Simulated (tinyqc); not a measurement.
Lorentz oscillators and the Kramers-Kronig relations, step by step. Values are carried at full precision from step to step, so a last printed digit may differ when a step is redone from the rounded ones.

eps(E) = 1 + sum_j S_j/(E0_j^2 - E^2 - i G_j E).

Constants: hbar c = 1973.269805 eV angstrom; hbar^2/2m0 = 3.80998211 eV angstrom^2; e^2/(4 pi eps0) = 14.39964547 eV angstrom.

Inputs chosen for the exercise (line positions loosely like those of GaAs; Lorentz tails absorb below the gap, where the real solid is clear; shifted at random, so the results belong to these values and not to a real crystal):
- E0 = (3.13, 4.82, 6.52) eV (resonances)
- G = (0.43, 0.67, 1.44) eV (widths)
- S = (26.9, 89.8, 47.8) eV^2 (strengths)
- E = 5.32 eV (photon energy)
- h = 0.2 eV (grid step)
- M = 30 (grid points E_j = j h)
- i = 14 (grid index at which eps1 is wanted)

## Dielectric function at one energy

Evaluate each oscillator and the sum.

terms: -1.4317+0.1770i  -11.8534+8.3334i  2.6065+1.4054i

eps(E) = -9.6786+9.9158i
eps(0) = 8.7355

## Optical constants

n + i k = sqrt(eps1 + i eps2) with k >= 0; R = ((n - 1)^2 + k^2)/((n + 1)^2 + k^2) at normal incidence from vacuum; alpha = 2 E k/(hbar c), times 1e8 for 1/cm; loss function Im(-1/eps) = eps2/(eps1^2 + eps2^2).

Convert eps at the photon energy E into the optical constants.

n = 1.4453
k = 3.4304
R = 0.6742
alpha = 1.85e+06 1/cm
loss function = 0.0516
vacuum wavelength hc/E (hc = 1239.841984 eV nm) = 233.1 nm

The intensity falls to 1/e within 5.41 nm. eps1 is negative, so k exceeds n, as in a metal below its plasma energy; R is 0.67.

## Absorptive part on the grid

Tabulate eps2 at E_j = j h.

eps2(E_j), j = 1 .. M: 0.0543  0.1104  0.1701  0.2358  0.3106  0.3987  0.5064  0.6436  0.8276  1.0897  1.4940  2.1892  3.5803  6.9939  16.1475  19.0303  9.1815  5.5784  4.8627  5.5361  7.6387  12.2378  21.0983  28.9064  22.1737  13.1565  8.4583  6.3777  5.6337  5.6437

## eps1 at one grid point

Kramers-Kronig: eps1(E) = 1 + (2/pi) P integral_0^infinity E1 eps2(E1)/(E1^2 - E^2) dE1. Maclaurin rule on the grid E_j = j h, j = 1 .. M: eps1(E_i) = 1 + (4 h/pi) sum over j with j - i odd of E_j eps2(E_j)/(E_j^2 - E_i^2); nothing is added above E_M.

List the terms E_j eps2_j/(E_j^2 - E_i^2) for j - i odd, add them and form eps1.

terms in order of j (1/eV): -0.0014  -0.0136  -0.0454  -0.1206  -0.3238  -1.0956  -8.6193  41.7608  8.3917  2.7997  3.2737  7.2862  6.4609  2.1423  1.2665

sum = 63.162 1/eV
eps1(E_i) = 17.084

The oscillator formula gives 18.081 at E_i = 2.8 eV. The rule samples every 2h = 0.4 eV against a narrowest width of 0.43 eV and stops at 6 eV; coarse sampling and the missing tail make the difference.

## The f-sum on the grid

W(E_M) = (2/pi) h sum_j E_j eps2_j, with half weight on the last point; the full integral equals sum S_j = (hbar omega_p)^2, and the electron density follows from (hbar omega_p)^2 = 8 pi c (e^2/(4 pi eps0)) N with c = hbar^2/2m0.

W(E_M) = 111.69 eV^2
sum S = 164.50 eV^2
share reached on this grid (a step near the line widths can inflate it) = 0.679
hbar omega_p = 12.826 eV
N = 1.19e+23 1/cm^3

## Checks

- The value of eps1 at 5.339 eV from a fine, long grid (with the tail of eps2 ~ 1/E^3 added) against the oscillator formula: both -9.46.

Run: tinyqc, `OMP_NUM_THREADS=1 python tinyqc.py 1681458 1681459 out.jsonl`; Intel(R) Xeon(R) Processor @ 2.30GHz, one thread, shared host; about 0.2 s of CPU time with all checks.
